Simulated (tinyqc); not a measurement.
Static response in three, two and one dimensions: static screening by free carriers.

Lindhard at zero temperature: eps(q)/eps = 1 + (qTF/q)^2 L(x), x = q/(2 kF), L(x) = 1/2 + ((1 - x^2)/(4x)) ln|(1 + x)/(1 - x)|.

kF = 1.19476 1/angstrom
qTF = 1.69549 1/angstrom

x = q/(2 kF). Response over its long-wave value: L3 as above; L2 = 1 for x <= 1 and 1 - sqrt(1 - 1/x^2) beyond; L1 = ln|(1 + x)/(1 - x)|/(2x).

Response:

| x | L3 | L2 | L1 | eps(q)/eps, Lindhard 3D | Thomas-Fermi |
|---|---|---|---|---|---|
| 0.100 | 0.997 | 1.000 | 1.003 | 51.18 | 51.35 |
| 0.301 | 0.969 | 1.000 | 1.032 | 6.386 | 6.557 |
| 0.502 | 0.911 | 1.000 | 1.100 | 2.820 | 2.998 |
| 0.703 | 0.814 | 1.000 | 1.242 | 1.829 | 2.019 |
| 0.904 | 0.651 | 1.000 | 1.652 | 1.401 | 1.616 |
| 0.984 | 0.539 | 1.000 | 2.449 | 1.280 | 1.520 |
| 1.025 | 0.446 | 0.780 | 2.144 | 1.214 | 1.479 |
| 1.105 | 0.350 | 0.575 | 1.357 | 1.144 | 1.412 |
| 1.306 | 0.227 | 0.357 | 0.773 | 1.067 | 1.295 |
| 1.607 | 0.141 | 0.217 | 0.453 | 1.028 | 1.195 |
| 2.210 | 0.071 | 0.108 | 0.221 | 1.007 | 1.103 |

What does the comparison show, and why?

Next to x = 1 the table has L3 = 0.539 and 0.446, L2 = 1.000 and 0.780, L1 = 2.449 and 2.144: an infinite slope in 3D, a kink in 2D and a logarithmic peak in 1D, where the whole Fermi surface is joined by 2 kF. These features give Friedel oscillations of period pi/kF = 2.63 angstrom at zero temperature; they wash out once kT nears EF, so this table, for T = 0, describes the gas only where EF is well above kT. Thomas-Fermi overstates eps(q) by 6.3 % at x = 0.502 and by 16.3 % at x = 1.607.

tinyqc: `OMP_NUM_THREADS=1 python tinyqc.py 1652298 1652299 out.jsonl`; about 0.01 s, one thread, shared Intel(R) Xeon(R) Processor @ 2.30GHz.
